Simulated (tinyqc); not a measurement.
Three voltage laws: time-dependent dielectric breakdown: cell percolation, Weibull statistics, area scaling and voltage extrapolation. Computed by tinyqc, a small Python program. Command: `OMP_NUM_THREADS=1 python tinyqc.py 3007716 3007717 out.jsonl tddb walk`. One thread of a shared host (Intel(R) Xeon(R) Processor @ 2.30GHz), about 0.01 s of CPU time with the checks.

The oxide is divided into columns of area a^2, each holding m = t_ox/a cells (m is taken as continuous). A share lambda(t) = (t/t_1)^alpha of the cells is defective, and a column whose cells are all defective breaks down.

Inputs (values chosen for the exercise, for a model gate oxide): oxide thickness t_ox = 4.2 nm; defect cell size a = 1 nm; exponent alpha of defect growth = 0.3; time t_1 at which the occupied share would reach 1 = 1.2e+11 s; test area A = 1000 um^2; product area A_u = 200000 um^2; stress voltage V = 4.67 V; use voltage V_u = 3 V; local exponent n = -d ln t/d ln V at the stress voltage = 43; activation energy E_a = 0.74 eV; stress temperature T = 150 C; use temperature T_u = 100 C; allowed failure fraction F = 0.0001.

Voltage law used: 1/E.

Constants: k_B = 8.617333262e-05 eV/K.

Method:
- Failure fraction F = 1 - (1 - lambda^m)^N with N = A/a^2 columns, which for small lambda^m is 1 - exp(-(t/t63)^beta) with beta = alpha m and t63 = t_1 N^(-1/beta); critical share lambda(t63) = N^(-1/m). 1 um^2 = 1e6 nm^2.
- All three voltage laws share the slope n at the stress voltage. Factor t(V_u)/t(V): E law exp(n (1 - V_u/V)); 1/E law exp(n (V/V_u - 1)); power law (V/V_u)^n.
- Temperatures in kelvin are T(C) + 273.15.
- Temperature factor exp[(E_a/k_B)(1/T_u - 1/T)]; area factor (A/A_u)^(1/beta); percentile factor (-ln(1 - F))^(1/beta); life = t63 x all four; 1 year = 3.15576e7 s.
- Life = t63 x voltage, temperature, area and percentile factors, the last three as above.

projected life = 1030.25 years

voltage factor = 2.48635e+10

Log10 of the life in years:
```
V_u/V  V_u (V)    E law  1/E law  power law
1.00    4.6700  -7.3826   -7.383    -7.3826
0.95    4.4365  -6.4489   -6.400    -6.4247
0.90    4.2030  -5.5152   -5.308    -5.4150
0.80    3.7360  -3.6477   -2.714    -3.2155
0.70    3.2690  -1.7802    0.621    -0.7218
0.60    2.8020   0.0872    5.067     2.1569
0.50    2.3350   1.9547   11.292     5.5617
0.40    1.8680   3.8222   20.629     9.7288
```

What does the comparison show, and why?

At V_u/V = 0.9 the laws differ by 0.21 decades at most, and at 0.5 by 9.3. The E law is the most cautious and the 1/E law the most hopeful. Ten years are reached at V_u/V = 0.551 (E), 0.690 (1/E), 0.638 (power). Caution: t_1 is an input here; in a real oxide it changes with thickness at fixed voltage. Caution: a voltage factor of more than nine decades rests wholly on the chosen law and cannot be tested. Caution: the rows at low voltage extrapolate over many decades and cannot be tested.
